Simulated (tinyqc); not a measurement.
What moves the results: six-band Luttinger-Kohn model with strain. A value that a table varies takes the place of the one given here.

Six-band Luttinger-Kohn model in the basis |3/2,3/2>, |3/2,1/2>, |3/2,-1/2>, |3/2,-3/2>, |1/2,1/2>, |1/2,-1/2>, electron energies, zero at the top of the unstrained valence band. H = -[rows: (P+Q, -S, R, 0, -S/r2, r2 R); (-S*, P-Q, 0, R, -r2 Q, r32 S); (R*, 0, P-Q, S, r32 S*, r2 Q); (0, R*, S*, P+Q, -r2 R*, -S*/r2); (-S*/r2, -r2 Q, r32 S, -r2 R, P+Dso, 0); (r2 R*, r32 S*, r2 Q, -S/r2, 0, P+Dso)], r2 = sqrt(2), r32 = sqrt(3/2). Levels are twofold.

P = c g1 k^2 - av tr(e); Q = c g2 (kx^2 + ky^2 - 2 kz^2) - (b/2)(exx + eyy - 2 ezz); R = c sqrt3 [-g2 (kx^2 - ky^2) + 2i g3 kx ky] + (sqrt3/2) b (exx - eyy) - i d exy; S = 2 c sqrt3 g3 (kx - i ky) kz - d (exz - i eyz); c = hbar^2/2m0, e the strain tensor (not engineering shear).

s11 = (C11 + C12)/((C11 - C12)(C11 + 2 C12)), s12 = -C12/((C11 - C12)(C11 + 2 C12)), s44 = 1/C44; exx = s11 sxx + s12 (syy + szz) and cyclic, exy = s44 sxy/2; tension is positive. A uniaxial stress X along the unit vector n is s_ij = X n_i n_j.

Constants: hbar^2/2m0 = 3.80998211 eV angstrom^2; kB = 8.617333262e-05 eV/K.

Values chosen for the exercise (near those of GaAs; not measured data):
```
symbol  value           unit  meaning
Dso     0.343           eV    spin-orbit splitting
g1      6.98                  Luttinger gamma1
g2      2.06                  gamma2
g3      2.93                  gamma3
av      1.15            eV    valence hydrostatic potential
b       -1.98           eV    tetragonal shear potential
d       -4.85           eV    trigonal shear potential
C11     121             GPa
C12     56.9            GPa
C44     60.6            GPa
load    uniaxial [100]        kind of stress
X1      1.4             GPa   size of the stress
T       250             K     temperature
E_h     25              meV   hole energy below the top
X       1.11            GPa   stress
```

## Sweep of a uniaxial [100] stress

Edges at k = 0 and curvature masses of the top pair along [110] and [001] (step 0.0002 1/angstrom); at zero stress the top is fourfold and has no single curvature.

Edges and masses:
```
X (GPa)  top (eV)  second (eV)  third (eV)  splitting (meV)  m [110]  m [001]
-2.10      0.0743      -0.0752     -0.3730            149.4    0.117    0.262
-1.40      0.0458      -0.0501     -0.3593             95.9    0.119    0.245
-0.70      0.0207      -0.0251     -0.3490             45.8    0.121    0.225
0.00       0.0000       0.0000     -0.3430              0.0        -        -
0.70       0.0251      -0.0153     -0.3425             40.4    0.168    0.111
1.40       0.0501      -0.0244     -0.3481             74.5    0.168    0.111
2.10       0.0752      -0.0271     -0.3602            102.2    0.168    0.111
```

The splitting reaches 149.4 meV under compression and 102.2 meV under the same tension; linear shear terms alone would make the two equal, and the difference comes from the coupling to the split-off band. At the ends of the sweep the top pair has a mass along [110] of 0.117 under compression and 0.168 under tension, so compression gives the lighter holes along [110]; along [001] it has 0.262 and 0.111. The top edge itself moves by +74 and +75 meV. The ends of the sweep mean strains up to 2.5 %, beyond the range of linear deformation potentials.

## Which stress helps holes along [110]

Each load has size X1 (biaxial: sxx = syy); masses are curvatures of the top pair at k = 0.

Results:
```
load                         splitting (meV)  top edge (meV)  m [110]  m [001]
uniaxial [110], compression             76.8            34.8    0.071    0.254
uniaxial [110], tension                 63.5            42.5    0.557    0.101
uniaxial [100], compression             95.9            45.8    0.119    0.245
uniaxial [100], tension                 74.5            50.1    0.168    0.111
uniaxial [111], compression             70.2            31.0    0.092    0.143
uniaxial [111], tension                 58.1            39.2    0.247    0.143
biaxial (001), compression              74.5            29.5    0.111    0.350
biaxial (001), tension                  95.9            66.4    0.245    0.078
```

The lightest mass along [110] (0.071) comes with uniaxial [110], compression. The largest splitting (95.9 meV) comes with uniaxial [100], compression; biaxial (001), tension. The heaviest mass along [001] (0.350), which lowers the confinement energy in a (001) channel, comes with biaxial (001), compression. The splitting per GPa follows b (s11 - s12) for loads along cube axes and d s44 for [111]: here 2 |b| (s11 - s12) = 61.8 and |d| s44/sqrt3 = 46.2 meV per GPa in the limit of large Dso; where the splitting nears Dso, mixing with the split-off band makes it depend on the sign of the load.

## Thermally averaged conductivity mass under uniaxial [100] stress

Non-degenerate holes: weights exp(E/kT) on a 16 x 16 x 16 grid of midpoints in the cube |k_i| < 0.2 1/angstrom; 1/m_c = <(dE/dk_u)^2>/(hbar^2 kT) along [110], over all six bands. With an unchanged scattering time the mobility goes as 1/m_c.

Averages:
```
X (GPa)  share of the top pair  m_c (m0)  gain m_c(0)/m_c
-2.10                    1.000     0.219            1.890
-0.70                    0.980     0.380            1.090
0.00                     0.955     0.414            1.000
0.70                     0.977     0.423            0.977
2.10                     0.997     0.349            1.187
```

The largest gain from mass alone is 1.89 at X = -2.10 GPa, where the top pair holds 100 % of the holes (95 % without stress); the opposite end of the sweep gives 1.19; the grid is good to about 0.02 in these ratios. The average reaches energies of a few kT, beyond the range of the edge curvature, and changes of scattering are left out. The ends of the sweep lie beyond the range of linear deformation potentials.

## Warping of the constant-energy contours (six-band Luttinger-Kohn model)

No strain (e = 0). In the plane kz = 0, |k| where the top and second pairs lie E_h below the top, against the angle from [100]; m = c k^2/E_h.

Contours:
```
angle (degrees)  k top (1/angstrom)  k second (1/angstrom)  m top (m0)  m second (m0)
0                            0.0479                 0.0246       0.350          0.092
9                            0.0492                 0.0244       0.369          0.091
18                           0.0530                 0.0241       0.428          0.088
27                           0.0590                 0.0237       0.531          0.085
36                           0.0658                 0.0234       0.659          0.083
45                           0.0692                 0.0233       0.729          0.083
```

The heavy contour reaches 1.444 times as far along [110] as along [100], the light one 0.948 times. The warping follows g3 - g2 = 0.87 and would vanish for g2 = g3. Along [100] the heavy mass is 1/(g1 - 2 g2) = 0.350 at any energy, while the light one is 0.0920, against 1/(g1 + 2 g2) = 0.0901 at the edge, for E_h/Dso = 0.07.

## What each parameter does

Edges at k = 0 under a uniaxial [100] stress X and the curvature mass of the top pair along [110] (step 0.0002 1/angstrom). Each row changes one parameter from the base and keeps the others.

Results:
```
case             top (eV)  second (eV)  third (eV)  mass (m0)
base               0.0397      -0.0214     -0.3450      0.168
X = 1.332 GPa      0.0477      -0.0238     -0.3473      0.168
C44 = 48.48 GPa    0.0397      -0.0214     -0.3450      0.168
d = -3.88 eV       0.0397      -0.0214     -0.3450      0.168
g3 = 3.516         0.0397      -0.0214     -0.3450      0.168
C11 = 145.2 GPa    0.0298      -0.0161     -0.3419      0.168
av = 1.38 eV       0.0408      -0.0203     -0.3439      0.168
b = -1.584 eV      0.0329      -0.0173     -0.3423      0.168
```

The largest shifts from the base row, up to three for each result and ties (the steps differ in size, so this ranks the rows, not the parameters). top (eV): C11 -0.0099, X +0.0079, b -0.0069; unchanged at the printed digits by C44, d and g3. second (eV): C11 +0.0053, b +0.0041, X -0.0024; unchanged at the printed digits by C44, d and g3. third (eV): C11 +0.0031, b +0.0027, X -0.0023; unchanged at the printed digits by C44, d and g3. mass (m0): unchanged at the printed digits by X, C44, d, g3, C11, av and b. The Luttinger parameters multiply k^2 and cannot move the edges; av shifts all edges alike and leaves the mass.

Run: tinyqc, `OMP_NUM_THREADS=1 python tinyqc.py 1080706 1080707 out.jsonl`; Intel(R) Xeon(R) Processor @ 2.30GHz, one thread, shared host; about 0.2 s of CPU time with all checks.
